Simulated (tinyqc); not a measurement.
Enthalpies against pressure: pressure-driven transition between two phases with analytic equations of state. Computed by tinyqc, a small Python program. Command: `OMP_NUM_THREADS=1 python tinyqc.py 3010096 3010097 out.jsonl transition walk`. One thread of a shared host (Intel(R) Xeon(R) Processor @ 2.30GHz), about 0.02 s of CPU time with the checks.

Each phase obeys E = E0 + (B0 V/B') [(V0/V)^B'/(B' - 1) + 1] - B0 V0/(B' - 1), P = (B0/B') [(V0/V)^B' - 1]; E0 = 0 for phase 1 and Delta E0 for phase 2. H = E + P V.

Inputs (values chosen for the exercise, for two model phases): volume V0 of phase 1 = 12.8 angstrom^3/atom; B0 of phase 1 = 97.3 GPa; B' of phase 1 = 4.95; volume V0 of phase 2 = 10.3 angstrom^3/atom; B0 of phase 2 = 135 GPa; B' of phase 2 = 4.17; energy of phase 2 above phase 1, Delta E0 = 0.15 eV/atom.

Equation of state: Murnaghan.

Constants: 1 eV/angstrom^3 = 160.2176634 GPa.

Method. Start from P = Delta E0/(V0 of phase 1 - V0 of phase 2); at each P solve P(V) = P for both phases and step P(new) = P - (H_2 - H_1)/(V_2 - V_1); stop when |H_2 - H_1| < 1e-10 eV. At the zero-temperature transition the volume change is V_2/V_1 - 1 and the work is P (V_1 - V_2). For each P solve P(V) = P in both phases.

transition pressure = 10.5463 GPa

V_1 at the transition = 11.7361 angstrom^3

V_2 at the transition = 9.62651 angstrom^3

Both phases:
```
P (GPa)  V_1 (angstrom^3)  V_2 (angstrom^3)  H_2 - H_1 (meV/atom)   stable
0.0                12.800            10.300                150.00  phase 1
2.6                12.483            10.111                110.51  phase 1
5.3                12.197             9.932                 71.47  phase 1
7.9                11.956             9.775                 35.42  phase 1
9.7                11.804             9.673                 11.20  phase 1
11.0               11.701             9.602                 -5.96  phase 2
14.0               11.482             9.449                -44.62  phase 2
17.0               11.286             9.309                -82.15  phase 2
```

What does the comparison show, and why?

H_2 - H_1 changes with slope V_2 - V_1, from -2.500 to -1.977 angstrom^3 per atom over the table, and passes zero at 10.55 GPa. An error of 10 meV per atom in Delta E0 moves the transition by about 0.76 GPa.
